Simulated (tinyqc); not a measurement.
Global model of a low-pressure process discharge: electron temperature, density, ion flux and ion energy: one step, computed by the program tinyqc. Command: `OMP_NUM_THREADS=1 python tinyqc.py 3112291 3112292 out.jsonl plasma walk`. One thread of a shared host (Intel(R) Xeon(R) Processor @ 2.30GHz), about 0.01 s of CPU time with the checks.

Maxwellian electrons with temperature T_e in eV, one positive ion, no negative ions, uniform bulk density n; rate constants have the Arrhenius form.

Problem. Energy per pair and density. E_c = E_iz + (X0 exp(-E_ex/T_e) E_ex + K_el (3 m_0/M) T_e)/K_iz; wall potential V_s = (T_e/2) ln(M/(2 pi m_0)); E_T = E_c + 2 T_e + T_e/2 + V_s; n = P/(e u_B A_eff E_T); ion current density J = e h_L n u_B; ionised share n/n_g.

Inputs (values chosen for the exercise, of the order of those of an inductive discharge in a simple atomic gas):

| quantity | value | unit |
|---|---|---|
| ion mass M | 40 | u |
| ionisation energy E_iz | 16.9 | eV |
| excitation prefactor X0 | 1.1e-14 | m^3/s |
| excitation energy E_ex | 8.41 | eV |
| elastic rate constant K_el | 6.9e-14 | m^3/s |
| gas temperature T_g | 500 | K |
| absorbed power P | 1200 | W |

T_e = 3.226094 eV

K_iz = 1.751652e-16 m^3/s

Bohm velocity u_B = 2789.582 m/s

A_eff = 688.3171 cm^2

h_L = 0.3155099

gas density n_g = 1.405136e+20 1/m^3

Constants: m_0 = 9.1093837015e-31 kg; u = 1.6605390666e-27 kg; e = 1.602176634e-19 C.

Give: collisional loss per pair E_c; wall potential V_s; E_T; plasma density n; ion current density J; ionised share.

Solution.

collisional loss per pair E_c = 55.91 eV

wall potential V_s = 15.10 V

E_T = 79.07 eV

plasma density n = 4.933e+11 1/cm^3

ion current density J = 6.956 mA/cm^2

ionised share = 0.003511

Collisions take 71 % of the power and the walls the rest. T_e came from the particle balance alone; the power sets only n.
